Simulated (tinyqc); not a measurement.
What moves the results of Gaussian smearing: smearing for a one-band metal on the bcc lattice.

Lattice vectors (units of a): a1 = (-1/2, 1/2, 1/2), a2 = (1/2, -1/2, 1/2), a3 = (1/2, 1/2, -1/2). E(k) = -t A_1(k) - t2 A_2(k), A_m the sum of cos(k . R) over the 8 nearest and 6 second lattice vectors. Mesh k = sum (j_i/N) b_i, j_i = 0 .. N-1.

With x = (E_k - mu)/sigma: Gaussian f = erfc(x)/2, s = exp(-x^2)/(2 sqrt(pi)). With weights w = points/N^d (d the dimension), mu solves 2 sum w f = ne; E = 2 sum w f E_k, S = 2 sum w s, F = E - sigma S.

Values chosen for the exercise: t = 1.15 eV (nearest hopping); t2 = 0.33 eV (second hopping); ne = 1.61 (electrons per cell); N = 4 (unshifted mesh); sigma = 0.23 eV (width).

All sums formed anew.

One parameter was then changed.

Results before and after:

| case | mu (eV) | E (eV) | S | F (eV) |
|---|---|---|---|---|
| base | 3.6614 | -1.6391 | 0.0244 | -1.6447 |
| changed | 3.8594 | -1.2451 | 0.0935 | -1.2666 |

Which of these changes was made? (a) sigma = 0.46 eV; (b) t2 = 0.445 eV; (c) ne = 1.71; (d) t = 1.265 eV; (e) N = 8.

Answer: (c) ne = 1.71. Of the candidates, run in turn, only this one gives the changed row.

All candidates:

| case | mu (eV) | E (eV) | S | F (eV) |
|---|---|---|---|---|
| base | 3.6614 | -1.6391 | 0.0244 | -1.6447 |
| N = 8 | 2.3789 | -1.5183 | 0.0585 | -1.5318 |
| sigma = 0.46 eV | 3.3827 | -1.6391 | 0.0244 | -1.6503 |
| ne = 1.71 | 3.8594 | -1.2451 | 0.0935 | -1.2666 |
| t2 = 0.445 eV | 3.4314 | -1.5350 | 0.0244 | -1.5406 |
| t = 1.265 eV | 4.1214 | -1.8329 | 0.0244 | -1.8385 |

Run: tinyqc, `OMP_NUM_THREADS=1 python tinyqc.py 1681366 1681367 out.jsonl`; Intel(R) Xeon(R) Processor @ 2.30GHz, one thread, shared host; about 0.2 s of CPU time with all checks.
